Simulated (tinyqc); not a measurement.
Ionisation and resistivity against doping: donors with valley-orbit split 1s states.

Each donor binds at most one electron, in any of its states. For a site s, W_s = sum over its states of g exp(E/kT), and the ionised share is 1/(1 + W_s exp(eta)), eta = (EF - Ec)/kT; n = Nc F_1/2(eta); neutrality n + NA = ND x (mean ionised share); holes are neglected. Nc from N = 2 (m kB T/(4 pi c))^(3/2) with c = hbar^2/2m0, in 1/angstrom^3; times 1e24 for 1/cm^3, m = md. F_j(eta) = (1/Gamma(j + 1)) integral_0^infinity x^j dx/(1 + exp(x - eta)), which tends to exp(eta) for eta << 0.

Mobility (Caughey-Thomas form): mu = mu0 + (mu1 (T/300)^(-ga) - mu0)/(1 + ((ND + NA)/Nr)^de); rho = 1/(e n mu), e = 1.602176634e-19 C.

Constants: hbar^2/2m0 = 3.80998211 eV angstrom^2; kB = 8.617333262e-05 eV/K.

Inputs chosen for the exercise (near those of P in Si; shifted at random, so the results belong to these values and not to a real crystal):
- md = 1.085 m0 (density-of-states mass of the conduction band)
- E = (44.8, 33.3, 31.5) meV (binding energies of 1s(A1), 1s(T2), 1s(E))
- g = (2, 6, 4) (their degeneracies with spin)
- T = 200 K
- mu0 = 67 cm^2/(V s) (mobility at heavy doping)
- mu1 = 1370 cm^2/(V s) (mobility at light doping and 300 K)
- Nr = 9.6e+16 1/cm^3 (reference doping)
- de = 0.72 (doping exponent)
- ga = 2.3 (temperature exponent)

NA = 0.

Results:
```
ND (1/cm^3)  n (1/cm^3)   n/ND  mu (cm^2/(V s))  rho (ohm cm)  rho at full ionisation
1.0e+14        9.99e+13  0.999             3457          18.1                    18.1
1.0e+15        9.94e+14  0.994             3358          1.87                    1.86
3.0e+16        2.59e+16  0.865             2450        0.0982                  0.0849
1.0e+17        7.02e+16  0.702             1749        0.0508                  0.0357
3.0e+17        1.55e+17  0.516             1111        0.0363                  0.0187
1.0e+18        3.31e+17  0.331              600        0.0314                  0.0104
2.0e+18        4.96e+17  0.248              412        0.0305                 0.00758
```

Give the missing row, ND (1/cm^3) = 1.0e+16.

Computed row:
```
ND (1/cm^3)  n (1/cm^3)   n/ND  mu (cm^2/(V s))  rho (ohm cm)  rho at full ionisation
1.0e+16        9.46e+15  0.946             2921         0.226                   0.214
```

From 1e16 to 1e18 1/cm^3 rho falls by a factor 7.2, not 100: the mobility takes a factor 4.87 and incomplete ionisation 2.85. n/ND is below 0.9 from 3e+16 1/cm^3 on. From a few times 1e18 1/cm^3 on, depending on the dopant, the levels merge with the band, and already below that screening lowers the binding energy, so the last rows understate n.

Program tinyqc; command `OMP_NUM_THREADS=1 python tinyqc.py 1651620 1651621 out.jsonl`; about 0.01 s on one thread of a shared Intel(R) Xeon(R) Processor @ 2.30GHz.
